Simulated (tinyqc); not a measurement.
A particle near a wafer in liquid: double-layer and van der Waals forces (DLVO), deposition barrier and removal. Changing the particle radius R. Computed by tinyqc, a small Python program. Command: `OMP_NUM_THREADS=1 python tinyqc.py 3110899 3110900 out.jsonl dlvo sweep`. One thread of a shared host (Intel(R) Xeon(R) Processor @ 2.30GHz), about 0.01 s of CPU time with the checks.

Sphere and flat wall, Derjaguin approximation, constant potentials in the linear-superposition form, no retardation and no hydration force.

Inputs (values chosen for the exercise, of the order of those for silica on silica in water): Hamaker constant A = 3.9e-21 J; potential of the particle psi_1 = -37 mV; potential of the wafer psi_2 = -16 mV; salt concentration c = 0.042 mol/L; valence z of the symmetric salt = 2; temperature T = 293 K; dielectric constant of the liquid = 80.2; contact distance h0 = 0.3 nm; contact radius over R = 0.081; viscosity = 0.98 mPa s.

Constants: e = 1.602176634e-19 C; N_A = 6.02214076e+23 1/mol; eps_0 = 8.8541878128e-12 F/m; k_B = 1.380649e-23 J/K; k_B = 8.617333262e-05 eV/K.

Method. kappa^2 = 2 z^2 e^2 N_A (1000 c)/(eps eps_0 k_B T); gamma_i = tanh(z e psi_i/(4 k_B T)); Z = 64 pi eps eps_0 (k_B T/(z e))^2 gamma_1 gamma_2. Adhesion F_a = A R/(6 h0^2) [1 + a^2/(R h0)] - kappa Z R exp(-kappa h0), a the contact radius. Drag in a shear flow F_d = 1.7 x 6 pi mu R^2 G, acting at 1.4 R; rolling starts when 1.4 R F_d = a F_a. Wall shear stress = mu G.

One run for each value:
```
particle radius R (nm)  wall shear stress for rolling (Pa)  net adhesion F_a (pN)    kappa R
5                                                     1479              2.048e+01  6.723e+00
11                                                     828              5.548e+01  1.479e+01
22                                                     557              1.492e+02  2.958e+01
47                                                     412              5.043e+02  6.320e+01
100                                                    345              1.910e+03  1.345e+02
210                                                    314              7.660e+03  2.824e+02
450                                                    298              3.347e+04  6.051e+02
950                                                    291              1.457e+05  1.277e+03
2000                                                   288              6.384e+05  2.689e+03
```

What does the table show, and why?

Over the rows, wall shear stress for rolling (Pa) falls from 1480 to 288 (exponent d ln y / d ln x -0.74 between the first rows and -0.015 between the last); net adhesion F_a (pN) rises from 20.5 to 638000 (exponent d ln y / d ln x 1.3 between the first rows and 2.0 between the last); kappa R rises from 6.72 to 2690 (exponent d ln y / d ln x about 1.0 throughout). At the high end the exponent of wall shear stress for rolling is -0.02, close to 0: the flattened contact adds adhesion as R^2. The smallest particle needs 5.13 times the shear stress of the largest.

Extremes, crossings and ranges named in words are read from the listed rows.
